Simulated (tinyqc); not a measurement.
Worked calculation: q-state Potts model on a small periodic square lattice: enumeration, Metropolis, heat-bath and Wolff steps. Computed by tinyqc, a small Python program that keeps every step. Command: `OMP_NUM_THREADS=1 python tinyqc.py 3113946 3113947 out.jsonl potts walk`. One thread of a shared host (Intel(R) Xeon(R) Processor @ 2.30GHz), about 0.08 s of CPU time with the checks. Intermediate numbers are printed to about 6 digits and carried at full precision; extremes and crossings named in words are read from the listed rows.

E = -J x (number of nearest-neighbour bonds with equal states); n x n sites with periodic edges have 2 n^2 bonds. Order parameter m = (q f - 1)/(q - 1), f being the largest share of one state. Sites are numbered row by row from 0. Here q = 3 and n = 3.

Inputs (values chosen for the exercise, for a model of domains or grain orientations):

| quantity | value | unit |
|---|---|---|
| number of states q | 3 | - |
| edge n | 3 | - |
| coupling J | 76 | meV |
| temperature T | 943 | K |
| seed | 796776 | - |

Update: heat bath.

Constants: k_B = 8.617333262e-05 eV/K.

## Scales

K = J/(k_B T); the infinite square lattice orders at K_c = ln(1 + sqrt(q)); Wolff bond probability p = 1 - exp(-K).

K = 0.935253

K_c = 1.00505

T_c of the infinite lattice = 877.510 K

p = 0.607513

## Density of states

All q^(n^2) states are counted by their number b of equal bonds; weights g(b) exp(K b), K = J/(k_B T). Per site: u = -J <b>/n^2, c/k_B = K^2 (<b^2> - <b>^2)/n^2.

States by number of equal bonds:

| b | g(b) | probability |
|---|---|---|
| 0 | 12 | 9.81342e-08 |
| 2 | 540 | 2.86671e-05 |
| 3 | 936 | 1.26602e-04 |
| 4 | 3240 | 1.11657e-03 |
| 5 | 3996 | 3.50865e-03 |
| 6 | 3348 | 7.48989e-03 |
| 7 | 3240 | 1.84676e-02 |
| 8 | 2592 | 3.76422e-02 |
| 9 | 660 | 2.44208e-02 |
| 10 | 810 | 7.63617e-02 |
| 11 | 108 | 2.59412e-02 |
| 12 | 144 | 8.81259e-02 |
| 14 | 54 | 2.14528e-01 |
| 18 | 3 | 5.02242e-01 |

The most probable level has b = 18 of 18 bonds.

## Exact averages

ln Z = ln sum g(b) exp(K b); entropy per site s/k_B = (ln Z - K <b>)/n^2.

<b> = 14.8678

energy u = -125.550 meV/site

heat capacity c = 1.24943 k_B/site

entropy s = 0.524075 k_B/site

## Order parameter

The same sums with m: <m> and the Binder ratio U = 1 - <m^4>/(3 <m^2>^2).

<m> = 0.821283

Binder ratio U = 0.602481

## Eight single-site steps

start states:
```
   1  2  3
1  1  2  2
2  0  2  2
3  1  1  2
```

random numbers, one row a step:
```
        1       2       3
1  0.4561  0.9896  0.6853
2  0.4203  0.4083  0.4326
3  0.1299  0.1325  0.6368
4  0.6345  0.6985  0.4854
5  0.7103  0.5842  0.1644
6  0.2927  0.7315  0.7617
7  0.9380  0.0029  0.8310
8  0.2394  0.0223  0.2293
```

Site = floor(r1 n^2). State c is drawn with probability exp(K k_c)/sum exp(K k), k_c the number of neighbours in state c: the first c whose cumulative probability reaches r2; r3 is not used.

Steps:

| site | old | neighbours in each state | P(old) | P(new) | new |
|---|---|---|---|---|---|
| 4 | 2 | 1 1 2 | 0.560232 | 0.560232 | 2 |
| 3 | 0 | 0 2 2 | 0.071515 | 0.464243 | 1 |
| 1 | 2 | 0 2 2 | 0.464243 | 0.464243 | 1 |
| 5 | 2 | 0 1 3 | 0.823380 | 0.823380 | 2 |
| 6 | 1 | 0 3 1 | 0.823380 | 0.823380 | 1 |
| 2 | 2 | 0 2 2 | 0.464243 | 0.464243 | 2 |
| 8 | 2 | 0 2 2 | 0.464243 | 0.071515 | 0 |
| 2 | 2 | 1 2 1 | 0.219884 | 0.219884 | 0 |

states afterwards:
```
   1  2  3
1  1  1  0
2  1  2  2
3  1  1  0
```

## A longer run and its error bar

After 400 updates are discarded, b is recorded for 4000 sweeps of n^2 steps of the update named (random numbers not printed, so these rows are one sample). Records are averaged in blocks; the error is the scatter of block means over sqrt(number of blocks), and the last column its square over that for single records.

Blocking:

| block length | mean b | error | variance ratio |
|---|---|---|---|
| 1 | 15.033 | 0.055810 | 1.00000 |
| 4 | 15.033 | 0.088813 | 2.53236 |
| 16 | 15.033 | 0.110191 | 3.89821 |
| 40 | 15.033 | 0.115829 | 4.30737 |
| 100 | 15.033 | 0.118907 | 4.53932 |

The run gives 15.033 +/- 0.116 (blocks of 40) against the exact 14.868, a difference of 1.4 error bars. Single records understate the error by a factor of about 2.1, because successive records are correlated.

## Across the transition

m and U = 1 - <m^4>/(3 <m^2>^2) from the same sums; K = K_c T_c/T.

Exact values for this lattice:

| T/T_c | share of equal bonds | c (k_B/site) | <m> | U |
|---|---|---|---|---|
| 0.50 | 0.998601 | 0.04719 | 0.998909 | 0.666444 |
| 0.70 | 0.982993 | 0.32242 | 0.985444 | 0.663094 |
| 0.85 | 0.943806 | 0.75234 | 0.947663 | 0.651693 |
| 0.95 | 0.898668 | 1.05149 | 0.900833 | 0.635291 |
| 1.00 | 0.871061 | 1.16200 | 0.871111 | 0.623767 |
| 1.10 | 0.810163 | 1.25683 | 0.803462 | 0.594241 |
| 1.25 | 0.719837 | 1.12255 | 0.699092 | 0.538551 |
| 1.50 | 0.606977 | 0.69923 | 0.563549 | 0.444315 |
| 2.00 | 0.497909 | 0.26539 | 0.429633 | 0.331377 |
| 3.00 | 0.425694 | 0.07972 | 0.343875 | 0.269760 |

c is largest, 1.26 k_B, at T/T_c = 1.1: on so small a lattice the transition is a broad bump. At T_c the infinite lattice has a share (1 + 1/sqrt(q))/2 = 0.789 of equal bonds, against 0.871 here. <m> stays at 0.34 at 3 T_c, since the largest share among 9 sites always exceeds 1/q on average.

Checks made by the program: number of states (relative difference below 1e-10).
